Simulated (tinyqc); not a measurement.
Gupta-type many-body potential for a metal: one step, computed by the program tinyqc.

E_i = sum_j A exp(-p (r_ij/r0 - 1)) - xi rho_i^gamma, with rho_i = sum_j exp(-2 q (r_ij/r0 - 1)); gamma = 1/2 is the tight-binding second-moment form. The crystal is fcc unless stated; d is the neighbour distance and a fixed number of shells is kept.

Task: Equilibrium of the fcc crystal. fcc shells: d sqrt(k), k = 1..5, with 12, 6, 24, 12, 24 atoms; Omega = d^3/sqrt2. Equilibrium: dE/dd = 0; B = d^2 E''(d)/(9 Omega).

Inputs (values chosen for the exercise, modelled on nickel):

| quantity | value | unit |
|---|---|---|
| repulsion A | 0.0362 | eV |
| hopping xi | 1.1 | eV |
| decay p | 17 | - |
| decay q | 1.19 | - |
| reference distance r0 | 2.491 | angstrom |
| shells kept | 3 | - |
| embedding exponent gamma | 0.5 | - |

Constants: 1 eV/angstrom^3 = 160.2176634 GPa.

Give: neighbour distance d; lattice constant; cohesive energy E_c; bulk modulus B.

Result:

neighbour distance d = 2.503 angstrom

lattice constant = 3.540 angstrom

cohesive energy E_c = 4.291 eV

bulk modulus B = 169.0 GPa
